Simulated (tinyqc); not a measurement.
## p-type polysilicon, carrier trapping at grain boundaries: effect of the temperature

One-dimensional grains of size Lg, uniform ionised doping N, monovalent traps Qt at each boundary at a depth Et below (for electrons) or above (for holes) the band edge there, abrupt depletion of width W on each side of a boundary, Boltzmann statistics. xi is the distance from the band edge at the grain centre to the Fermi level. Trapped charge Qt/(1 + exp((xi + VB - Et)/Vt)) = 2 N W, barrier VB = q N W^2/(2 eps0 eps_r).

NB is given at 300 K and scales as (T/300 K)^1.5. If the trap equation with xi = Vt ln(NB/N) has a root W < Lg/2, the grain is partly depleted; otherwise W = Lg/2 and the trap equation gives xi = Et - VB + Vt ln(Qt/(N Lg) - 1). N* = Qt/Lg. n0 = NB exp(-xi/Vt); mean density n0 (1 - 2 W/Lg) by charge balance in a partly depleted grain, and n0 (sqrt(pi)/2) erf(u)/u with u = sqrt(VB/Vt) in a fully depleted one; v = sqrt(kB T/(2 pi ms m0)); barrier resistivity Vt exp(VB/Vt)/(q fe n0 v Lg); grain resistivity (1 - 2 W/Lg)/(q n0 mug); effective mobility 1/(q mean density total resistivity). Rows with xi above 0.45 V, towards mid-gap, are left out, since the other carrier type is ignored.

Inputs (values chosen for the exercise); values of the order met in polycrystalline silicon:
```
symbol    value        unit                                                              meaning
eps_r      11.7                                                            relative permittivity
NB      2.65e19       cm^-3          valence-band density of states at the reference temperature
Lg           44          nm                                                           grain size
Qt       9.4e11       cm^-2                                     trap density of a grain boundary
Et         0.47          eV  depth of the trap level from the majority band edge at the boundary
ms         0.47          m0                                         mass for thermionic emission
fe         0.25                                           correction factor of the emission rate
mug         160  cm^2/(V s)                                           mobility inside the grains
N        1.4e18       cm^-3                                                               doping
```

Constants: q = 1.602176634e-19 C, kB = 1.380649e-23 J/K, m0 = 9.1093837015e-31 kg, Vt = kB T/q, eps0 = 8.8541878128e-14 F/cm where lengths are in cm. Results are converted to the units shown.

The same in every row: N/N* = 6.553.

Effect of the temperature:
```
T (K)  depleted share 2 W/Lg   VB (V)   xi (V)  mean density (cm^-3)  resistivity (ohm cm)  effective mobility (cm^2/(V s))
200                   0.1526  0.01220  0.04020              1.186e18               0.06787                            77.52
240                   0.1526  0.01220  0.05390              1.186e18               0.06670                            78.88
280                   0.1526  0.01220  0.06846              1.186e18               0.06639                            79.25
320                   0.1526  0.01220  0.08376              1.186e18               0.06654                            79.07
360                   0.1526  0.01220  0.09971              1.186e18               0.06696                            78.57
400                   0.1526  0.01220   0.1162              1.186e18               0.06754                            77.90
440                   0.1526  0.01220   0.1333              1.186e18               0.06822                            77.12
```

What does the comparison show?

As T goes from 200 to 440, VB stays near 0.0122 V, the resistivity goes from 0.0679 through a minimum of 0.0664 (at T = 280 among the rows listed) to 0.0682 ohm cm and the effective mobility goes from 77.5 through a maximum of 79.2 (at T = 280 among the rows listed) to 77.1 cm^2/(V s). The activation energy kB ln(rho1/rho2)/(1/T1 - 1/T2) is 0.00180 eV between the first two rows and -0.00381 eV between the last two; mug is held fixed. For T = 200 xi is under 2.5 Vt, where Boltzmann statistics begin to fail. In every row VB is below Vt, where abrupt depletion and thermionic emission are rough.

Computed by the program tinyqc: `OMP_NUM_THREADS=1 python tinyqc.py 2830108 2830109 out.jsonl`, one thread of a shared Intel Xeon 2.30GHz, about 0.01 s for the whole run.
